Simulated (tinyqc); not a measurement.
Inside a calculation. Method: Hueckel theory of the pi electrons, for the molecule Bc1[cH+]c1N (SMILES; centres numbered as the heavy atoms are written). One step of it, computed by the program tinyqc.

Problem. Energy, charges, bond orders. E = sum n x; q_r = z_r - P_rr; bond order p = P_rs; free valence = sqrt(3) - sum of p over the bonds of the atom.

x values: [2.320720, 1.473701, -0.585720, -1.099601, -1.569100]

occupations: [2.000000, 2.000000, 0.000000, 0.000000, 0.000000]

charge and bond-order matrix P, order 1B, 2C, 3C, 4C, 5N:
$$\begin{pmatrix}
0.032453 & 0.153210 & 0.145994 & 0.118999 & -0.070030 \\
0.153210 & 0.738125 & 0.704726 & 0.618527 & -0.169510 \\
0.145994 & 0.704726 & 0.672962 & 0.594635 & -0.146639 \\
0.118999 & 0.618527 & 0.594635 & 0.653580 & 0.360091 \\
-0.070030 & -0.169510 & -0.146639 & 0.360091 & 1.902881
\end{pmatrix}$$

Centres:
```
centre  z_r, pi electrons of the neutral centre          h
1B                                            0  -1.080000
2C                                            1   0.000000
3C                                            1   0.000000
4C                                            1   0.000000
5N                                            2   1.620000
```

Bonds:
```
i  j         k
1  2  0.610000
2  3         1
3  4         1
4  5  0.720000
4  2         1
```

Give: pi energy = 4 alpha + this times beta; pi charges; Bond orders and lengths from R = 1.517 - 0.180 p; free valence of the carbons; gap between the highest filled and the next level.

Solution.

pi energy = 4 alpha + this times beta = 7.589

pi charges: 1B -0.032, 2C 0.262, 3C 0.327, 4C 0.346, 5N 0.097

Bond orders and lengths from R = 1.517 - 0.180 p (angstrom, C-C alone):
```
bond      p      R
1-2   0.153      -
2-3   0.705  1.390
3-4   0.595  1.410
4-5   0.360      -
4-2   0.619  1.406
```

free valence of the carbons: 2C 0.256, 3C 0.433, 4C 0.159

gap between the highest filled and the next level = 2.059 |beta|
